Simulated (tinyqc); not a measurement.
## The weight eta from points of equal mobility

Question. If the mobility depends on E = q (Ndep + eta Ns)/(eps0 eps_r) alone, two points of equal mobility on its falling branch have equal E. Find eta and E.

Values chosen for this exercise:
- eps_r = 11.9 (relative permittivity of the semiconductor)

Constants: q = 1.602176634e-19 C, eps0 = 8.8541878128e-14 F/cm where lengths are in cm. Results are converted to the units shown.

Ndep at two body biases (cm^-2): 3.4777676e12  5.5353582e12
Ns at which the mobility is the same (cm^-2): 2e13  1.4121170e13

Solution. eta is the ratio of the differences of Ndep and Ns.

eta = 0.350
E = 1.59 MV/cm

Numbers from tinyqc (`OMP_NUM_THREADS=1 python tinyqc.py 2510004 2510005 out.jsonl`; about 0.01 s on one thread of a shared Intel Xeon 2.30GHz).
